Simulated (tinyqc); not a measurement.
Changing the pressure p_A: microkinetic model of a Langmuir-Hinshelwood surface reaction A + (1/2) B2 = AB with Bronsted-Evans-Polanyi barriers. Computed by tinyqc, a small Python program. Command: `OMP_NUM_THREADS=1 python tinyqc.py 3005949 3005950 out.jsonl microkin sweep`. One thread of a shared host (Intel(R) Xeon(R) Processor @ 2.30GHz), about 0.01 s of CPU time with the checks.

A adsorbs in equilibrium; B2 dissociates irreversibly on two free sites; adsorbed A and B react irreversibly and AB leaves at once. theta_A + theta_B + theta_* = 1.

Inputs (values chosen for the exercise, for a model catalyst):
```
quantity                              value   unit
adsorption energy of A, E_A           -1.49     eV
adsorption energy per B atom, E_B     -1.02     eV
entropy loss of A, S_A                  1.7  meV/K
entropy loss of B2, S_B                 1.5  meV/K
slope a1 of the dissociation barrier   0.68      -
intercept b1                            1.4     eV
slope a2 of the reaction barrier       0.32      -
intercept b2                           0.33     eV
pressure p_B                           0.55    bar
temperature T                           775      K
```

Constants: k_B = 8.617333262e-05 eV/K; hbar = 6.582119569e-16 eV s.

Method:
- K_A = exp(-(E_A + T S_A)/(k_B T)) per bar; barriers E1 = max(b1 + a1 2 E_B, 0), E2 = b2 - a2 (E_A + E_B); k1 = (k_B T/h) exp(-S_B/k_B) exp(-E1/(k_B T)) per bar, k2 = (k_B T/h) exp(-E2/(k_B T)), h = 2 pi hbar.
- theta_A = K_A p_A theta_*; 2 k1 p_B theta_*^2 = k2 theta_A theta_B, so theta_B = w theta_* with w = 2 k1 p_B/(k2 K_A p_A); theta_* = 1/(1 + K_A p_A + w); rate r = k2 theta_A theta_B.
- From r = 2 k1 p_B theta_*^2: order in p_B and degree of control of step 1 = 1 - 2 theta_B; control of step 2 = 2 theta_B; order in p_A = 2 (theta_B - theta_A). Apparent energy = (E1 + k_B T)(1 - 2 theta_B) + (E2 + k_B T) 2 theta_B + E_A x order in p_A.

One run for each value:
```
pressure p_A (bar)  rate r (1/s per site)     theta_A     theta_B  order in p_A
1.00e-05                       2.0639e-02  2.9909e-08  9.9977e-01        1.9995
5.00e-05                       5.1505e-01  7.4704e-07  9.9887e-01        1.9977
3.00e-04                       1.8333e+01  2.6742e-05  9.9324e-01        1.9864
1.00e-03                       1.9734e+02  2.9246e-04  9.7761e-01        1.9546
4.00e-02                       5.8193e+04  2.0088e-01  4.1969e-01        0.4376
2.00e-01                       2.7011e+04  6.8431e-01  5.7187e-02       -1.2542
1.00e+00                       1.9822e+03  9.2687e-01  3.0983e-03       -1.8476
6.00e+00                       6.2496e+01  9.8747e-01  9.1691e-05       -1.9748
3.00e+01                       2.5508e+00  9.9748e-01  3.7048e-06       -1.9950
```

Give the missing row, pressure p_A (bar) = 8.00e-03.

Computed row:
```
pressure p_A (bar)  rate r (1/s per site)     theta_A     theta_B  order in p_A
8.00e-03                       9.1778e+03  1.5955e-02  8.3336e-01        1.6348
```

Interpolating between the two neighbouring rows (the first column on a logarithmic scale, the others too where they are positive) misses most in order in p_A, by 49 %. Over the rows, rate r (1/s per site) goes from 0.0206 through a maximum among these rows, 58200 at 0.0400, to 2.55; theta_A rises from 2.99e-8 to 0.997 (exponent d ln y / d ln x 2.0 between the first rows and 0.0063 between the last); theta_B falls from 1.000 to 3.70e-6 (exponent d ln y / d ln x -5.6e-4 between the first rows and -2.0 between the last). At the high end the exponent of rate r is -1.99, close to -2: A blocks both sites needed for dissociation. At the low end the exponent of rate r is 2.00, close to 2: B fills the surface. At the high end the exponent of theta_A is 0.01, close to 0: saturation.

Caution (rows 1.00e-5, 5.00e-5): B is close to or above its equilibrium coverage with B2 gas, so leaving out the desorption of B2 is not justified.

Extremes, crossings and ranges named in words are read from the listed rows.
